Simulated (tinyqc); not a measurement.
Interdiffusion in a binary couple: Darken equations, Kirkendall shift and Boltzmann-Matano analysis. From slope dx/dz at the local x back to time t. Computed by tinyqc, a small Python program. Command: `OMP_NUM_THREADS=1 python tinyqc.py 3026703 3026704 out.jsonl darken inv`. One thread of a shared host (Intel(R) Xeon(R) Processor @ 2.30GHz), about 0.2 s of CPU time with the checks.

x is the mole fraction of B; the molar volume is constant, and the two halves are long enough to count as infinite.

Inputs (values chosen for the exercise, for a model alloy A-B): tracer diffusivity D*_A(0) = 9.5e-13 m^2/s; tracer diffusivity D*_B(0) = 1.6e-13 m^2/s; slope k of ln D* with x = -2.5; regular-solution parameter W = -0.18 eV; temperature T = 1020 K; left composition x_L = 0.31; right composition x_R = 0.74; composition x for the local step = 0.36.

Vacancy-wind correction: Manning, fcc.

Constants: k_B = 8.617333262e-05 eV/K.

Method:
- D*_i(x) = D*_i(0) exp(k x); thermodynamic factor Phi = 1 - 2 W x (1 - x)/(k_B T); with f0 = 0.7815, M0 = 2 f0/(1 - f0), den = M0 ((1 - x) D*_A + x D*_B): D_A = D*_A Phi [1 + 2 (1 - x)(D*_A - D*_B)/den], D_B = D*_B Phi [1 - 2 x (D*_A - D*_B)/den]; interdiffusion D~ = x D_A + (1 - x) D_B.
- With lambda = z/sqrt(t), the profile solves d/dlambda (D~ dx/dlambda) + (lambda/2) dx/dlambda = 0 with x = x_L and x_R far to the left and right; z = 0 is the original interface. It is solved as a boundary-value problem in y = lambda/sqrt(D~ at the mean composition) on -12 < y < 12 (collocation, tolerance 1e-8).
- Read from the profile: the position z(x), the area -int_(x_L)^x z dx and the slope.

Problem. A run gave the result below. Find the time t, known to lie between 29000 and 62000 s.

slope dx/dz at the local x = 0.00046118 1/um

Solution.

Each step takes the trial c = (a f_b - b f_a)/(f_b - f_a), f being the result less the target and a, b, c the logarithms of the listed values; c replaces end b, the old b replaces a if the sign of f changed, and otherwise f_a is halved.

Scan of the range:
```
time t (s)  slope dx/dz at the local x (1/um)
29000                             5.40544e-04
32900                             5.07495e-04
37400                             4.75986e-04
42400                             4.47041e-04
48100                             4.19718e-04
54600                             3.93943e-04
62000                             3.69687e-04
```

False position (Illinois rule, in the logarithm of the input) inside the bracket:
```
step    end a    end b    trial  slope dx/dz at the local x (1/um)
1     37400.0  42400.0  39879.2                        4.60953e-04
2     37400.0  39879.2  39803.2                        4.61393e-04
3     39879.2  39803.2  39840.0                        4.61180e-04
4     39803.2  39840.0  39840.0                        4.61180e-04
```

Slope dx/dz at the local x falls at every point of a 13-point scan of the range (every second point is shown), so one value fits; it is bracketed by 37400 and 42400. The scan shows a pure power law with exponent -0.5000, so scaling from any one row also gives the answer directly. Answer: time t = 39840 s.
